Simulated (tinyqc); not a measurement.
What moves the results: exchange-split free-electron bands and tunnelling magnetoresistance. A value that a table varies takes the place of the one given here.

Majority and minority bands E = c k^2/m -/+ Dx/2, c = hbar^2/2m0, so k_up = sqrt(m (EF + Dx/2)/c), k_dn = sqrt(m (EF - Dx/2)/c); n_s = k_s^3/(6 pi^2), D_s = m k_s/(4 pi^2 c).

Barrier: kappa = sqrt(mb phi/c), c = hbar^2/2m0. With a = k1/m, b = k2/m, w = kappa/mb, the transmission at normal incidence is T(k1, k2) = 4 a b w^2/[w^2 (a + b)^2 + (w^2 + a^2)(w^2 + b^2) sinh^2(kappa d)]. Parallel: G_P = T(up, up) + T(dn, dn); antiparallel: G_AP = 2 T(up, dn); TMR = (G_P - G_AP)/G_AP. Julliere: TMR = 2 P^2/(1 - P^2). Slonczewski factor: P_eff = P_k (w^2 - a_up a_dn)/(w^2 + a_up a_dn), P_k = (k_up - k_dn)/(k_up + k_dn).

Constants: hbar^2/2m0 = 3.80998211 eV angstrom^2.

Parameters, chosen for this exercise: EF = 4.31 eV (Fermi energy above the mean band bottom); Dx = 1.58 eV (exchange splitting); m = 1.24 m0 (mass in the electrodes); mb = 0.5 m0 (mass in the barrier); d = 13.1 angstrom (barrier thickness); phi = 1.94 eV (barrier height above EF).

## Barrier height

Results:
```
phi (eV)  w (1/angstrom)    P_eff  TMR (%)       G_P
0.20               0.324  -0.0731     1.02    0.0437
0.40               0.458  -0.0574     0.65    0.0122
0.70               0.606  -0.0387     0.30   0.00234
1.0                0.725  -0.0242     0.12  0.000559
1.5                0.887  -0.0060     0.01  7.07e-05
2.0                1.025   0.0073     0.01  1.17e-05
3.0                1.255   0.0254     0.13  5.33e-07
4.0                1.449   0.0371     0.28  3.81e-08
6.0                1.775   0.0515     0.53  4.41e-10
10                 2.291   0.0655     0.86  3.70e-13
```

What does this show?

P_eff vanishes where w^2 = a_up a_dn, at phi = 1.71 eV, inside the table; the lowest TMR listed is 0.01 % at 1.5 eV. TMR is 1.0 % at the lowest barrier and 0.9 % at the highest, against 1.7 % for Julliere with P_k; P_eff tends to +P_k for very high barriers and to -P_k for very low ones. G_P falls by 11.1 decades.

## Barrier thickness

Results:
```
d (angstrom)  kappa d       G_P      G_AP  TMR (%)
1               0.505      1.56      1.55     0.67
2               1.009     0.822     0.819     0.35
3               1.514     0.349     0.348     0.15
4               2.018     0.135     0.135     0.06
6               3.027    0.0185    0.0185     0.01
8               4.037   0.00246   0.00246     0.01
10              5.046  0.000327  0.000327     0.01
13              6.559  1.59e-05  1.59e-05     0.01
16              8.073  7.68e-07  7.68e-07     0.01
20             10.091  1.36e-08  1.36e-08     0.01
```

What does this show, and why?

For thick barriers each angstrom costs a factor exp(2 kappa) = 2.74 in both conductances, and TMR settles at 0.01 % (the interface factor, which vanishes at (kappa/mb)^2 = k_up k_dn/m^2, reduces it below the value from the polarisation of k alone); it is within 0.1 point of that from d = 4 angstrom on. At 1 angstrom it is 0.67 %, where the barrier is thin and the mismatch of k_up and k_dn starts to rule, as it does fully for d -> 0.

## Exchange splitting

Dx takes the listed multiples of 2 EF.

Results:
```
Dx/(2 EF)    k_up    k_dn     P_k   P_eff  TMR (%)
0.10       1.2422  1.1236  0.0501  0.0029     0.00
0.20       1.2974  1.0593  0.1010  0.0066     0.01
0.35       1.3761  0.9549  0.1807  0.0158     0.05
0.50       1.4506  0.8375  0.2679  0.0338     0.23
0.65       1.5214  0.7007  0.3693  0.0701     0.99
0.80       1.5890  0.5297  0.5000  0.1504     4.63
0.90       1.6325  0.3745  0.6268  0.2748    16.33
0.97       1.6623  0.2051  0.7803  0.5012    67.10
```

What does this show?

P_k rises from 0.050 to 0.780, and TMR goes from 0.00 % to 67.1 %, steadily. At Dx = 2 EF the minority band is empty (a half metal) and G_AP vanishes.

## What moves the magnetoresistance

All results formed anew. Each row changes one parameter from the base and keeps the others.

Results:
```
case                  P_k   P_eff  TMR (%)       G_P
base               0.0924  0.0059     0.01  1.43e-05
Dx = 1.659 eV      0.0971  0.0063     0.01  1.43e-05
EF = 4.741 eV      0.0839  0.0012     0.00  1.44e-05
phi = 2.522 eV     0.0924  0.0178     0.06  2.17e-06
mb = 0.4 m0        0.0924  0.0160     0.05  5.64e-05
d = 15.1 angstrom  0.0924  0.0059     0.01  1.90e-06
m = 1.488 m0       0.0924  0.0142     0.04  1.41e-05
```

What can be read from the table?

The largest shifts from the base row, up to three for each result and ties (the steps differ in size, so this ranks the rows, not the parameters). P_k: EF -0.0085, Dx +0.0047; unchanged at the printed digits by phi, mb, d and m. P_eff: phi +0.0119, mb +0.0102, m +0.0083; unchanged at the printed digits by d. TMR (%): phi +0.06, mb +0.04, m +0.03; unchanged at the printed digits by Dx and d. G_P: mb +4.21e-05, d -1.24e-05, phi -1.22e-05; unchanged at the printed digits by Dx.

Computed by tinyqc, a small Python program: `OMP_NUM_THREADS=1 python tinyqc.py 1652660 1652661 out.jsonl` (the numbers bound the seed that draws the inputs); one thread of a shared host (Intel(R) Xeon(R) Processor @ 2.30GHz), about 0.01 s for the whole set of steps.
